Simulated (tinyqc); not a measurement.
Wannier-Stark ladder of a miniband, step by step. Values are carried at full precision from step to step, so a last printed digit may differ when a step is redone from the rounded ones.

One state in each well j = -(Nw - 1)/2 ... (Nw - 1)/2: H_jj = j e F d, H_(j,j+1) = -W/4; 1 kV/cm = 0.01 meV/angstrom. In an infinite chain the levels are j e F d and the state of well 0 has amplitude J_j(x) in size on well j, x = W/(2 e F d).

Constants: hbar = 6.58211957e-16 eV s.

Parameters, chosen for this exercise (near those of a non-polar GaN/AlGaN superlattice; the results hold for these values, not for the real material):

| symbol | value | unit | meaning |
|---|---|---|---|
| W | 16 | meV | miniband width |
| d | 56 | angstrom | period |
| F | 8 | kV/cm | field |
| Nw | 7 |  | wells |

## Scales

Give e F d, x, the Bloch frequency e F d/(2 pi hbar) and period, and the swing W/(e F) of a wave packet.

e F d = 4.480 meV
x = 1.7857
frequency = 1.083 THz
period = 0.923 ps
swing = 200 angstrom

## The matrix

Fill it in.

H (meV), lower triangle:
```
         -3      -2      -1       0       1       2       3
-3  -13.440
-2   -4.000  -8.960
-1        0  -4.000  -4.480
0         0       0  -4.000       0
1         0       0       0  -4.000   4.480
2         0       0       0       0  -4.000   8.960
3         0       0       0       0       0  -4.000  13.440
```

## Levels and the middle state

Diagonalise; give the levels, their spacings and the weights of the middle level on the wells.

levels (meV): -16.217  -9.644  -4.582  0.000  4.582  9.644  16.217

spacings (meV): 6.573  5.062  4.582  4.582  5.062  6.573

weights: 0.0080  0.0901  0.3398  0.1244  0.3398  0.0901  0.0080

The spacing in the middle is 1.0228 e F d and at the ends 1.467 e F d; states that reach the ends of the stack are pushed apart.

## Bessel amplitudes

With x = W/(2 e F d): J_j(x)^2 for j = 0 to 5, their running sum over -j ... j, and the spread sqrt(sum j^2 J_j^2) = x/sqrt2. For a hole fixed in well 0 the J_j^2 are the strengths of the optical lines at j e F d.

Weights:

| j | J_j^2 | sum |
|---|---|---|
| 0 | 0.1213 | 0.1213 |
| 1 | 0.3378 | 0.7970 |
| 2 | 0.0916 | 0.9802 |
| 3 | 0.0094 | 0.9989 |
| 4 | 0.0005 | 1.0000 |
| 5 | 0.0000 | 1.0000 |

spread = 1.263 periods

The strongest line is j = +/-1.

## Checks

- Weight on well 1 of the middle state of 61 wells against J_1(x)^2: both 0.3378.

tinyqc: `OMP_NUM_THREADS=1 python tinyqc.py 1282395 1282396 out.jsonl`; about 0.01 s, one thread, shared Intel(R) Xeon(R) Processor @ 2.30GHz.
